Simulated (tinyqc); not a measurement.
# Long-channel MOSFET, surface-potential model: what changes with what

n-channel transistor on a uniformly doped p-type body, gradual-channel approximation, constant mobility, Boltzmann statistics, full ionisation. Potentials are counted from the neutral body; V is the electron quasi-Fermi potential, Vsb at the source and Vsb + Vds at the drain. Charges are magnitudes per area.

Values chosen for this exercise; material values close to those of silicon: temperature T = 300 K; band gap Eg = 1.12 eV; relative permittivity of the semiconductor eps_r = 11.8; conduction-band density of states at T Nc = 2.79e19 cm^-3; valence-band density of states at T Nv = 2.65e19 cm^-3; acceptor density of the body Na = 1.1e18 cm^-3; relative permittivity of the gate insulator eox = 25.8; insulator thickness tox = 22 nm; flat-band voltage Vfb = -0.99 V; channel mobility mu = 160 cm^2/(V s); gate width W = 5 um; gate length L = 2 um; source-body reverse bias Vsb = 0 V; gate-source voltage Vgs = 0.98 V; drain-source voltage Vds = 0.2 V.

Constants: q = 1.602176634e-19 C, kB = 1.380649e-23 J/K, Vt = kB T/q, eps0 = 8.8541878128e-14 F/cm where lengths are in cm. Results are converted to the units shown.

Each table varies one quantity; the others keep the values above.

## Effect of the source-body reverse bias

ni = sqrt(Nc Nv) exp(-Eg/(2 Vt)), Eg in volts; phiF = Vt ln(Na/ni); Cox = eps0 eox/tox; gamma = sqrt(2 q eps0 eps_r Na)/Cox. The surface potential psi at channel potential V solves Vgs + Vsb - Vfb - psi = gamma sqrt(G), G = psi - Vt + Vt exp((psi - 2 phiF - V)/Vt). Charge sheet: Qi = Cox gamma [sqrt(G) - sqrt(psi - Vt)]; I = mu (W/L) [integral of Qi dpsi from psi_0 to psi_L (drift) + Vt (Qi0 - QiL) (diffusion)], with psi_0 at V = Vsb and psi_L at V = Vsb + Vds. VT = Vfb + 2 phiF + gamma sqrt(2 phiF + Vsb), m = 1 + gamma/(2 sqrt(2 phiF + Vsb)). The swing is 20 mV/log10[I(VT - 0.14 V)/I(VT - 0.16 V)] of the charge-sheet current at the given Vds.

The same in every row: gamma (V^0.5) = 0.5844.

Effect of the source-body reverse bias:

| Vsb (V) | VT (V) | m | swing (mV/decade) | I at Vgs, Vds (uA) |
|---|---|---|---|---|
| 0 | 0.5350 | 1.299 | 80.15 | 17.09 |
| 0.25 | 0.6055 | 1.266 | 77.43 | 12.50 |
| 0.5 | 0.6689 | 1.242 | 75.54 | 8.617 |
| 0.75 | 0.7271 | 1.224 | 74.14 | 5.484 |
| 1 | 0.7811 | 1.209 | 73.05 | 3.166 |
| 1.25 | 0.8318 | 1.197 | 72.17 | 1.617 |
| 1.5 | 0.8797 | 1.187 | 71.43 | 0.7007 |

As Vsb goes from 0 to 1.5 V, VT rises from 0.535 to 0.880 V, the swing falls from 80.2 to 71.4 mV a decade and the current falls from 17.1 to 0.701 uA. The swing is 3.6 % above m Vt ln 10 in the first row and 1.1 % above it in the last. In every row the surface electron density at the source passes 0.3 Nc, where degeneracy and quantisation, left out here, matter.

## Effect of the insulator thickness

Same model as above.

Results:

| tox (nm) | gamma (V^0.5) | VT (V) | m | swing (mV/decade) | I at Vgs, Vds (uA) |
|---|---|---|---|---|---|
| 7.3 | 0.1939 | 0.1536 | 1.099 | 67.11 | 132.6 |
| 9.9 | 0.2630 | 0.2211 | 1.135 | 69.43 | 87.74 |
| 13 | 0.3453 | 0.3015 | 1.177 | 72.19 | 57.22 |
| 18 | 0.4782 | 0.4312 | 1.245 | 76.62 | 29.89 |
| 24 | 0.6376 | 0.5869 | 1.326 | 81.92 | 12.44 |
| 44 | 1.169 | 1.106 | 1.598 | 99.66 | 0.006168 |

Estimate the missing row, tox = 33 nm.

Computed row:

| tox (nm) | gamma (V^0.5) | VT (V) | m | swing (mV/decade) | I at Vgs, Vds (uA) |
|---|---|---|---|---|---|
| 33 | 0.8767 | 0.8205 | 1.449 | 89.87 | 1.456 |

With this row back in the table: As tox goes from 7.3 to 44 nm, VT rises from 0.154 to 1.11 V, the swing rises from 67.1 to 99.7 mV a decade and the current falls from 133 to 0.00617 uA. The swing is 2.6 % above m Vt ln 10 in the first row and 4.7 % above it in the last. The gate voltage is below VT in 1 of the 7 rows. For tox = 7.3 to 33 nm the surface electron density at the source passes 0.3 Nc, where degeneracy and quantisation, left out here, matter.

tinyqc, about 0.04 s, one thread, Intel Xeon 2.30GHz (shared host): `OMP_NUM_THREADS=1 python tinyqc.py 2360045 2360046 out.jsonl`
